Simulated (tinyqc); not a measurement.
Hall factor, magnetoresistance and optical conductivity for a power-law relaxation time: one step, computed by the program tinyqc. Command: `OMP_NUM_THREADS=1 python tinyqc.py 3025272 3025273 out.jsonl magneto walk`. One thread of a shared host (Intel(R) Xeon(R) Processor @ 2.30GHz), about 0.01 s of CPU time with the checks.

One spherical parabolic band, tau(E) = tau_0 x^s with x = E/(k_B T). Landau quantisation is left out.

Task: Limits. mu = e <tau>/m; weak field r_H = <tau^2>/<tau>^2 and MR = c (mu B)^2, c = <tau^3>/<tau>^3 - r_H^2; strong field r_H = 1 and MR = <tau> <1/tau> - 1.

Inputs (values chosen for the exercise, with a mass close to that of holes in silicon): effective mass m = 0.39 m_0; tau_0 = 96 fs; temperature T = 77 K.

<tau>/tau_0 = 2.502970

<tau^2>/tau_0^2 = 8.765603

<tau^3>/tau_0^3 = 39.45694

<1/tau> tau_0 = 0.6650863

Constants: e = 1.602176634e-19 C; m_0 = 9.1093837015e-31 kg.

Give: drift mobility mu; weak-field Hall factor; coefficient c; saturation MR.

Result:

drift mobility mu = 1083.6 cm^2/(V s)

weak-field Hall factor = 1.3992

coefficient c = 0.55859

saturation MR = 66.469 %
